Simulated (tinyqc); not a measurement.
# CMOS latch-up, two-transistor model: effects of single changes

A parasitic pnp (emitter at Vdd, base shunted by Rw) and npn (emitter at ground, base shunted by Rs) feed each other: the npn collector current flows out of the pnp base node, the pnp collector current into the npn base node. Forward-active transistors with constant gains: Icn = Isn exp(Vn/Vt), Icp = Isp (exp(Vp/Vt) - 1). A current Ii is injected into the npn base node.

Inputs (values chosen for the exercise); values close to those of bulk CMOS: temperature T = 325 K; current gain of the npn bn = 22.9; current gain of the pnp bp = 2.2; saturation current of the npn at T Isn = 2.6e-14 A; saturation current of the pnp at T Isp = 8.2e-15 A; substrate resistance shunting the npn Rs = 250 ohm; well resistance shunting the pnp Rw = 1200 ohm; resistance from the pnp collector to the npn base R2 = 180 ohm; base-emitter voltage in the on state Von = 0.71 V; saturation voltage Vsat = 0.14 V; supply voltage Vdd = 0.9 V.

Constants: q = 1.602176634e-19 C, kB = 1.380649e-23 J/K, Vt = kB T/q. Results are converted to the units shown.

Each table varies one quantity; the others keep the values above.

## Effect of the resistance from the pnp collector to the npn base

Node equations: Vp/Rw + Icp/bp = Icn and Vn/Rs + Icn/bn = Icp + Ii. Loop gain G = gn gp/[(1/Rw + gp/bp)(1/Rs + gn/bn)], gn = Icn/Vt, gp = (Icp + Isp)/Vt; the off state ends where G = 1, and Ii there is the trigger current. On state with both base-emitter voltages at Von: npn base current Ib = (Von/Rs + bp Von/Rw)/(bn bp - 1), holding current Ih = (bn + 1) Ib + Von/Rs, holding voltage Vh = Vsat + Von + R2 (Ib + Von/Rs).

The same in every row: Vn at trigger (V) = 0.66229; trigger current (mA) = 2.6630; Ih (mA) = 4.8446.

Results:
```
R2 (ohm)   Vh (V)
5         0.86462
14        0.89093
37        0.95818
270        1.6394
740        3.0137
2000       6.6977
```

Estimate the missing row, R2 = 100 ohm.

Computed row:
```
R2 (ohm)  Vh (V)
100       1.1424
```

With this row back in the table: As R2 goes from 5 to 2000 ohm, the trigger current stays at 2.66 mA, Ih stays at 4.84 mA and Vh rises from 0.865 to 6.70 V. Vh exceeds the supply Vdd = 0.9 V, which then cannot sustain a latched state, in 5 of the 7 rows.

## Effect of the current gain of the pnp

Same model as above.

Effect of the current gain of the pnp:
```
bp     Vn at trigger (V)  trigger current (mA)  Ih (mA)  Vh (V)
0.056            0.74474                2.8979   246.00  3.1925
0.12             0.69439                2.7267   42.641  1.6610
0.26             0.67008                2.6760   17.283  1.4700
0.56             0.66386                2.6663   9.2503  1.4095
1.2              0.66265                2.6638   6.0441  1.3853
2.6              0.66224                2.6629   4.6275  1.3747
5.6              0.66207                2.6625   3.9958  1.3699
12               0.66200                2.6623   3.7077  1.3677
```

As bp goes from 0.056 to 12, the trigger current falls from 2.90 to 2.66 mA, Ih falls from 246 to 3.71 mA and Vh falls from 3.19 to 1.37 V. Vh exceeds the supply Vdd = 0.9 V, which then cannot sustain a latched state, in 8 of the 8 rows. For bp = 0.026 the product of the gains is about one or less, so there is no latched state. For bp = 0.056 the holding current passes 50 mA, where high injection lowers the gains. For bp = 0.056 Vn at the trigger exceeds the fixed Von of the on-state formulas, so Ih and Vh are too low there.

tinyqc, about 0.06 s, one thread, Intel Xeon 2.30GHz (shared host): `OMP_NUM_THREADS=1 python tinyqc.py 2670111 2670112 out.jsonl`
